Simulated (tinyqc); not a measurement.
# Changing the mean current density

Model: electroplating on a thin resistive seed layer: kinetics, Wagner number and the terminal effect across a wafer. Computed by tinyqc, a small Python program. Command: `OMP_NUM_THREADS=1 python tinyqc.py 3121134 3121135 out.jsonl terminal sweep`. One thread of a shared host (Intel(R) Xeon(R) Processor @ 2.30GHz), about 0.05 s of CPU time with the checks.

Current enters the seed at the rim. The bath is treated as a local resistance per area (no lateral flow in the liquid), two electrons per ion, molar volume 7.11 cm^3/mol, Faraday constant F = e N_A, kinematic viscosity 0.01 cm^2/s, omega = 2 pi x rpm/60; k_B T/e is in volts.

Inputs (values chosen for the exercise, of the order of those for copper plating on a thin cobalt or ruthenium seed):
```
quantity                               value         unit
wafer radius R                            15           cm
seed thickness t                          75           nm
seed resistivity                          11  microohm cm
bath conductivity kappa                 0.29         S/cm
gap to the anode h                        10           cm
extra resistance of a porous plate         0     ohm cm^2
exchange current density i_0            0.29      mA/cm^2
cathodic transfer coefficient alpha     0.75            -
diffusivity of the metal ion         5.4e-06       cm^2/s
metal ion concentration                 0.77        mol/L
rotation rate                             30          rpm
temperature T                            298            K
```

Constants: e = 1.602176634e-19 C; N_A = 6.02214076e+23 1/mol; k_B = 8.617333262e-05 eV/K.

Method:
- Growth rate = i V_m/(2 F). Levich limit i_L = 0.62 x 2 F D^(2/3) omega^(1/2) nu^(-1/6) c. Tafel overpotential eta = (k_B T/(alpha e)) ln(i/i_0); kinetic resistance k_B T/(alpha e i); bath resistance h/kappa + plate; R_s = resistivity/t; Wagner number = kinetic resistance x kappa/R.
- Linearised: with R_t = kinetic + bath resistance the current density obeys (1/r)(r i')' = i R_s/R_t, so i = A I_0(r/l), l = sqrt(R_t/R_s); with x = R/l, edge/centre = I_0(x) and edge/mean = x I_0(x)/(2 I_1(x)).
- Voltage drop in the seed for a uniform current: i R_s R^2/4.
- Full model: seed potential phi(r) with (1/r)(r phi')' = R_s i, where i solves phi = R_b i + (k_B T/(alpha e)) ln(i/i_0) (phi being the driving voltage left at r); phi'(0) = 0 and phi'(R) = R_s i_mean R/2. Solved by collocation to a tolerance of 1e-7.

One run for each value; columns: (1) mean current density (mA/cm^2); (2) edge over centre, full model; (3) kinetic resistance (ohm cm^2); (4) growth rate (nm/min); (5) drop for uniform current (mV):
```
(1)      (2)     (3)     (4)     (5)
1.2   2.7256  28.533    26.5    99.0
2.1   3.2862  16.305    46.4   173.2
3.7   3.8275   9.254    81.8   305.3
6.5   4.2839   5.268   143.7   536.3
11.0  4.6121   3.113   243.2   907.5
20.0  4.8729   1.712   442.1  1650.0
34.0  5.0232   1.007   751.6  2805.0
60.0  5.1241   0.571  1326.4  4950.0
```

What does the table show?

Over the rows, edge over centre, full model rises from 2.73 to 5.12 (exponent d ln y / d ln x 0.33 between the first rows and 0.035 between the last); kinetic resistance (ohm cm^2) falls from 28.5 to 0.571 (exponent d ln y / d ln x about -1.0 throughout); growth rate (nm/min) rises from 26.5 to 1330 (exponent d ln y / d ln x about 1.0 throughout).

Caution (rows 34.0, 60.0): the mean current exceeds 0.3 i_L, so depletion of metal ions, left out of the distribution, matters. Caution (rows 34.0, 60.0): at the rim the current nears the limiting value, which would flatten the real profile.
